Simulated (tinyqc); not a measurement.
Comparisons within one model: three-level Kane dispersion of a narrow-gap semiconductor. A value that a table varies takes the place of the one given here.

Zero of energy at Gamma8, c = hbar^2/2m0, P^2 = Ep c. The free-electron term and remote bands are left out, so the heavy holes are flat at E = 0 and the other three bands obey E (E - Eg)(E + Dso) = P^2 k^2 (E + 2 Dso/3). The conduction band is the highest root; its edge is Ec = max(Eg, 0).

Degenerate electrons at T = 0: kF = (3 pi^2 n)^(1/3), 1 cm^-3 = 1e-24 angstrom^-3; EF is the highest root at kF. The momentum (cyclotron, optical) mass is m(E) = hbar^2 k/(dE/dk) = c d(k^2)/dE with d(k^2)/dE = k^2 [1/E + 1/(E - Eg) + 1/(E + Dso) - 1/(E + 2 Dso/3)]; the density of states is k d(k^2)/dE/(2 pi^2).

Edge mass m0* = 3 |Eg|/(2 Ep).
Constants: hbar^2/2m0 = 3.80998211 eV angstrom^2.

Parameters, chosen for this exercise (a gap close to zero; the results hold for these values, not for the real material):
```
symbol  value    unit        meaning
Eg      -0.029   eV          E(Gamma6) - E(Gamma8)
Dso     0.98     eV          spin-orbit splitting
Ep      18.1     eV          Kane energy
k       0.014    1/angstrom  wave vector
n       2.1e+17  cm^-3       electron density
```

## Filling the band

n from 1e15 to 1e19 cm^-3. The last column is the local power d ln(EF - Ec)/d ln n = kF^2/(1.5 (EF - Ec) d(k^2)/dE).

Results:
```
n (cm^-3)  kF (1/angstrom)  EF - Ec (meV)  parabolic (meV)   m(EF)  m(EF)/m0*  power
1.0e+15            0.00309           11.0             15.2  0.0042       1.74  0.525
1.0e+16            0.00667           33.3             70.4  0.0077       3.21  0.439
3.0e+16            0.00961           53.1            146.5  0.0108       4.48  0.411
1.0e+17            0.01436           85.9            326.9  0.0157       6.52  0.389
3.0e+17            0.02071          130.7            679.9  0.0221       9.20  0.377
1.0e+18            0.03094          204.6           1517.3  0.0323      13.42  0.368
3.0e+18            0.04462          305.8           3156.0  0.0454      18.91  0.364
1.0e+19            0.06665          473.0           7042.5  0.0661      27.51  0.361
```

What does this show?

The power falls from 0.525 to 0.361: 2/3 marks a parabola, 1/3 a linear band. The parabola errs by more than 10 % even in the first row. The mass has doubled by n = 1.0e+16 cm^-3 and ends at 27.5 times its edge value.

## Closing and inverting the gap

Eg is varied at fixed k, Dso and Ep. Edge mass: Eg (Eg + Dso)/(Ep (Eg + 2 Dso/3)) for Eg > 0, 3 |Eg|/(2 Ep) for Eg < 0. The Gamma6 weight of the conduction state is 1/(1 + P^2 k^2 [(2/3)/E^2 + (1/3)/(E + Dso)^2]).

Results:
```
Eg (eV)      m0*  highest root (eV)  middle (eV)  lowest (eV)  E - Ec (meV)  Gamma6 weight
-0.200   0.01657             0.0385      -0.2327      -0.9858          38.5          0.141
-0.100   0.00829             0.0585      -0.1533      -0.9851          58.5          0.275
-0.040   0.00331             0.0787      -0.1139      -0.9848          78.7          0.407
-0.010   0.00083             0.0921      -0.0974      -0.9847          92.1          0.484
0.010    0.00082             0.1023      -0.0877      -0.9846          92.3          0.536
0.040    0.00325             0.1195      -0.0751      -0.9844          79.5          0.612
0.100    0.00792             0.1602      -0.0560      -0.9842          60.2          0.738
0.200    0.01528             0.2411      -0.0372      -0.9838          41.1          0.864
```

How do the results move?

The edge mass vanishes with |Eg| from both sides, yet the kinetic energy at this k stays finite, at most 92.3 meV in the table; at Eg = 0 the two-level form, without the split-off band, gives the linear value sqrt(2/3) P k = 94.9 meV. The Gamma6 weight of the conduction state goes smoothly from 0.14 to 0.86 and is 0.48 and 0.54 in the two rows next to Eg = 0: at finite k nothing jumps at the inversion.

## What each parameter does

Edge mass, EF - Ec and m(EF). Each row changes one parameter from the base and keeps the others.

Results:
```
case               m0* (m0)  EF - Ec (meV)  m(EF) (m0)
base                0.00240         114.21     0.01977
n = 4.2e+17 cm^-3   0.00240         148.32     0.02458
Eg = -0.0247 eV     0.00205         116.19     0.01973
Dso = 1.127 eV      0.00240         113.83     0.01989
Ep = 15.385 eV      0.00283         104.07     0.02155
```

How do the results move?

The largest shifts from the base row, up to three for each result and ties (the steps differ in size, so this ranks the rows, not the parameters). m0* (m0): Ep +0.00042, Eg -0.00036; unchanged at the printed digits by n and Dso. EF - Ec (meV): n +34.10, Ep -10.15, Eg +1.97. m(EF) (m0): n +0.00481, Ep +0.00177, Dso +0.00011.

(tinyqc, `OMP_NUM_THREADS=1 python tinyqc.py 1080906 1080907 out.jsonl`, Intel(R) Xeon(R) Processor @ 2.30GHz, 1 thread, shared host, about 0.01 s.)
